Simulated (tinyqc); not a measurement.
# p-type polysilicon, carrier trapping at grain boundaries, step by step

Computed by the program tinyqc: `OMP_NUM_THREADS=1 python tinyqc.py 2830196 2830197 out.jsonl`, one thread of a shared Intel Xeon 2.30GHz, about 0.01 s for the whole run. Printed values are rounded.

One-dimensional grains of size Lg, uniform ionised doping N, monovalent traps Qt at each boundary at a depth Et below (for electrons) or above (for holes) the band edge there, abrupt depletion of width W on each side of a boundary, Boltzmann statistics. xi is the distance from the band edge at the grain centre to the Fermi level. Trapped charge Qt/(1 + exp((xi + VB - Et)/Vt)) = 2 N W, barrier VB = q N W^2/(2 eps0 eps_r).

Values chosen for this exercise; values of the order met in polycrystalline silicon: temperature T = 400 K; relative permittivity eps_r = 11.7; valence-band density of states at T NB = 4.08e19 cm^-3; grain size Lg = 200 nm; trap density of a grain boundary Qt = 1e12 cm^-2; depth of the trap level from the majority band edge at the boundary Et = 0.36 eV; mass for thermionic emission ms = 0.29 m0; correction factor of the emission rate fe = 1; mobility inside the grains mug = 240 cm^2/(V s); doping N = 3.9e17 cm^-3.

Constants: q = 1.602176634e-19 C, kB = 1.380649e-23 J/K, m0 = 9.1093837015e-31 kg, Vt = kB T/q, eps0 = 8.8541878128e-14 F/cm where lengths are in cm. Results are converted to the units shown.

## Starting value

W = 13 nm.

W at the start = 13 nm

## Iteration 1: new W

Partly depleted grain, xi = Vt ln(NB/N): f = 1/(1 + exp((xi + VB - Et)/Vt)), g = Qt f - 2 N W, g' = -2 Qt f (1 - f) VB/(W Vt) - 2 N, W(new) = W - g/g'.

VB = 0.0509679 V
f = 0.986811
g = -2.71886e10 cm^-2
g' = -8.09606e10 cm^-2/nm
W after iteration 1 = 12.6642 nm

## Iteration 2: new W

As before.

VB = 0.0483687 V
f = 0.987758
g = -4.80257e7 cm^-2
g' = -8.06798e10 cm^-2/nm
W after iteration 2 = 12.6636 nm

## Iteration 3: new W

As before.

VB = 0.0483641 V
f = 0.987759
g = -140.118 cm^-2
g' = -8.06793e10 cm^-2/nm
W after iteration 3 = 12.6636 nm

## Course of the iteration

Stop when the step is below 1e-10 nm, or after 40 iterations.

Course of the iteration:
```
iteration  W before the step (nm)  step (nm)
1                              13     -0.336
2                         12.6642   -5.95e-4
3                         12.6636   -1.74e-9
4                         12.6636    < 1e-13
```

Converged in 4 iterations.

## Depletion width, Fermi level and barrier

If the trap equation with xi = Vt ln(NB/N) has a root W < Lg/2, the grain is partly depleted; otherwise W = Lg/2 and the trap equation gives xi = Et - VB + Vt ln(Qt/(N Lg) - 1). N* = Qt/Lg.

N* = 5e16 cm^-3
W = 12.6636 nm
xi = 0.160292 V
VB = 0.0483641 V
share of traps filled = 0.987759

N is 7.80 N*, and the grain is partly depleted; VB = 1.40 Vt.

## Resistivity and effective mobility

n0 = NB exp(-xi/Vt); mean density n0 (1 - 2 W/Lg) by charge balance in a partly depleted grain, and n0 (sqrt(pi)/2) erf(u)/u with u = sqrt(VB/Vt) in a fully depleted one; v = sqrt(kB T/(2 pi ms m0)); barrier resistivity Vt exp(VB/Vt)/(q fe n0 v Lg); grain resistivity (1 - 2 W/Lg)/(q n0 mug); effective mobility 1/(q mean density total resistivity).

n0 = 3.9e17 cm^-3
mean density = 3.40612e17 cm^-3
v = 5.76817e6 cm/s
barrier resistivity = 0.0194514 ohm cm
grain resistivity = 0.0582384 ohm cm
resistivity = 0.0776898 ohm cm
effective mobility = 235.866 cm^2/(V s)

The resistivity is 1.17 times that of a single crystal with the same N and mobility mug, and the mean density is 87.3 % of N.
